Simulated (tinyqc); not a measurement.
Optical transitions of a finite quantum well: sweeps and comparisons. A value that a table varies takes the place of the one given here.

Each carrier sees a square well of width L with its own depth V and masses m (inside), mb (outside); c = hbar^2/2m0, k = sqrt(m E/c), kappa = sqrt(mb (V - E)/c), and level n solves k L + 2 atan[(k/m)/(kappa/mb)] = n pi. The envelope is cos(kz) for odd n and sin(kz) for even n inside, joins exp(-kappa (|z| - L/2)) outside, and is normalised to 1. Excitons and band mixing are left out.

Constants: hbar^2/2m0 = 3.80998211 eV angstrom^2; e^2/(4 pi eps0) = 14.39964547 eV angstrom; hc = 1239.841984 eV nm.

Parameters, chosen for this exercise (near those of an InGaAs well in InAlAs; shifted at random, so the results belong to these values and not to a real crystal):
- L = 133 angstrom (well width)
- Vc = 0.534 eV (conduction offset)
- me = 0.0398 m0 (electron, well)
- meb = 0.0723 m0 (electron, barrier)
- eps = 11.3 (background dielectric constant)
- Nss = (0.08, 0.2, 0.4, 0.8, 1.2, 1.6, 2.4) x 1e12/cm^2 (sheet densities)
- Eg = 0.797 eV (gap of the well)
- Vv = 0.222 eV (valence offset)
- mh = 0.381 m0 (heavy hole along z, well)
- mhb = 0.41 m0 (heavy hole, barrier)
- ml = 0.0511 m0 (light hole along z, well)
- mlb = 0.0916 m0 (light hole, barrier)
- Ls = (26, 36, 47, 56, 68, 91, 129) angstrom (widths)

## Depolarisation shift

The collective line lies at E12 sqrt(1 + a), a = 8 pi q (n1 - n2) S/(eps E12), q = e^2/(4 pi eps0), S = integral over z of (integral up to z of psi_1 psi_2)^2. Zero temperature with the mass me in both subbands: n1 - n2 = Ns until Ns reaches D E12, D = me/(2 pi c), and D E12 beyond. 1e12/cm^2 = 1e-4/angstrom^2; exchange and the static band bending by the charge are left out.

Line position:
```
Ns (1e12/cm^2)  n1 - n2       a  line (meV)  shift (meV)
0.080             0.080  0.0242      101.32         1.21
0.20              0.200  0.0606      103.10         2.99
0.40              0.400  0.1212      106.00         5.89
0.80              0.800  0.2424      111.59        11.48
1.2               1.200  0.3636      116.90        16.79
1.6               1.600  0.4848      121.99        21.88
2.4               1.664  0.5043      122.79        22.68
```

S = 9.472 angstrom
E12 = 100.11 meV

The upward shift grows from 1.21 to 22.68 meV, 22.7 % of E12 at most. It stops moving once e2 starts to fill, at Ns = 1.66 e12/cm^2. For small a the shift is a E12/2, linear in Ns; in the last row that rule gives 25.24 meV. S/L = 0.0712, against 5/(9 pi^2) = 0.0563 for hard walls.

## Width of the well

Edge wavelength hc/(Eg + e1 + hh1), squared e1-hh1 overlap, lh1 - hh1, and the 1-2 intersubband energy with f_12 = (m1/c) E12 z_12^2, 1/m1 = <1|1/m|1> (dash: e2 unbound).

Results:
```
L (angstrom)  edge (nm)  overlap^2  lh1 - hh1 (meV)  E12 (meV)   f_12
26               1118.4     0.9300             72.9          -      -
36               1213.3     0.9445             65.0          -      -
47               1288.1     0.9551             55.0      373.7  0.753
56               1333.2     0.9615             47.8      327.8  0.950
68               1378.0     0.9681             39.8      263.8  0.976
91               1433.7     0.9768             28.9      178.2  0.972
129              1482.0     0.9850             18.5      105.1  0.965
```

The edge tunes from 1118 to 1482 nm, towards hc/Eg = 1556 nm, while the overlap goes from 0.930 to 0.985. e2 binds at L = pi sqrt(c/(me Vc)) = 42.1 angstrom; f_12 starts from zero there and is 0.753 at 47 angstrom, the rest going to the continuum; among the widths listed it peaks at 0.976 (68 angstrom) and is 0.965 in the widest well, against 0.961 for hard walls.

## What each parameter does

Edge wavelength hc/(Eg + e1 + hh1), squared overlap of e1 and hh1, and the confinement energies. Each row changes one parameter from the base and keeps the others.

Results:
```
case              edge (nm)  overlap^2  e1 (meV)  hh1 (meV)
base                 1485.4     0.9856      33.1        4.6
L = 120 angstrom     1473.5     0.9835      38.9        5.5
Eg = 0.813 eV        1457.4     0.9856      33.1        4.6
Vc = 0.614 eV        1483.7     0.9884      34.1        4.6
Vv = 0.266 eV        1485.2     0.9834      33.1        4.6
me = 0.0438 m0       1488.7     0.9886      31.3        4.6
mh = 0.324 m0        1484.3     0.9888      33.1        5.2
meb = 0.0868 m0      1487.5     0.9834      31.9        4.6
```

The largest shifts from the base row, up to three for each result and ties (the steps differ in size, so this ranks the rows, not the parameters). edge (nm): Eg -27.9, L -11.8, me +3.3. overlap^2: mh +0.0032, me +0.0030, Vc +0.0028; unchanged at the printed digits by Eg. e1 (meV): L +5.8, me -1.9, meb -1.2; unchanged at the printed digits by Eg, Vv and mh. hh1 (meV): L +0.9, mh +0.6; unchanged at the printed digits by Eg, Vc, Vv, me and meb.

Program tinyqc; command `OMP_NUM_THREADS=1 python tinyqc.py 1282257 1282258 out.jsonl`; about 0.07 s on one thread of a shared Intel(R) Xeon(R) Processor @ 2.30GHz.
